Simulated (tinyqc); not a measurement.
Two regimes over temperature: microkinetic model of low-temperature epitaxy from hydride gases: adsorption, hydrogen desorption and rate control. Computed by tinyqc, a small Python program. Command: `OMP_NUM_THREADS=1 python tinyqc.py 3004162 3004163 out.jsonl hepi walk`. One thread of a shared host (Intel(R) Xeon(R) Processor @ 2.30GHz), about 0.01 s of CPU time with the checks.

Each hydride molecule needs two free sites and leaves four hydrogen atoms, of which two leave at once as H2; theta is the hydrogen coverage, the site density is 6.78 per nm^2 and one layer is 1.358 angstrom thick.

Inputs (values chosen for the exercise, close to those used for silane and germane on Si(001)):
```
quantity                                           value  unit
silane pressure p_S                                 0.76    Pa
sticking prefactor of silane s0                    0.051     -
adsorption barrier E_s                              0.11    eV
desorption prefactor nu_d                        2.6e+12   1/s
desorption energy on silicon E_d                    2.18    eV
hydrogen carrier pressure p_H                          0    Pa
sticking of hydrogen s_H                           7e-07     -
germane pressure p_G                               0.016    Pa
sticking ratio of germane to silane r_G              5.7     -
lowering of E_d per unit germanium fraction, dE     0.44    eV
```

Film: silicon-germanium. Order of hydrogen desorption: first.

Constants: k_B = 8.617333262e-05 eV/K; u = 1.6605390666e-27 kg; k_B = 1.380649e-23 J/K.

Method:
- Flux per site F = p/(sqrt(2 pi M k_B T) x 6.78e18 per m^2), M = 32.12 u (silane), 76.63 u (germane), 2.016 u (hydrogen); s = s0 exp(-E_s/(k_B T)); k_S = s F_S, k_G = r_G s F_G; germanium fraction x = k_G/(k_S + k_G); k = k_S + k_G; k_H = s_H F_H; k_d = nu_d exp(-(E_d - dE x)/(k_B T)).
- With k the hydride and k_H the hydrogen adsorption rate on free pairs and k_d the desorption rate, steady state: 2 (k + k_H)(1 - theta)^2 = k_d theta; growth rate R = k (1 - theta)^2 layers/s; 1 layer/s = 8.148 nm/min.
- Temperatures in kelvin are T(C) + 273.15.
- Limits: desorption-limited R = k_d k/(2 (k + k_H)), adsorption-limited R = k.

Growth:
```
T (C)    theta  G (nm/min)  desorption limit (nm/min)  adsorption limit (nm/min)
400    0.99746  8.7101e-04                 8.7322e-04                     135.03
450    0.99131  1.1205e-02                 1.1303e-02                     148.54
500    0.97478  1.0241e-01                 1.0506e-01                     161.02
550    0.93642  6.9744e-01                 7.4480e-01                     172.52
600    0.85927  3.6254e+00                 4.2192e+00                     183.06
650    0.72670  1.4394e+01                 1.9807e+01                     192.71
700    0.53926  4.2777e+01                 7.9326e+01                     201.51
750    0.33452  9.2796e+01                 2.7740e+02                     209.53
800    0.17215  1.4861e+02                 8.6325e+02                     216.84
850    0.07821  1.8990e+02                 2.4281e+03                     223.48
```

What does the comparison show, and why?

The apparent activation energy of G is 2.14 eV between the first rows and 0.51 eV between the last; full hydrogen cover gives a value near the desorption energy (plus E_s where k_H far exceeds k), a bare surface one near E_s less k_B T/2 from the flux. The coverage passes one half between 700 and 750 C, the knee of the Arrhenius plot.

Extremes, crossings and ranges named in words are read from the listed rows.
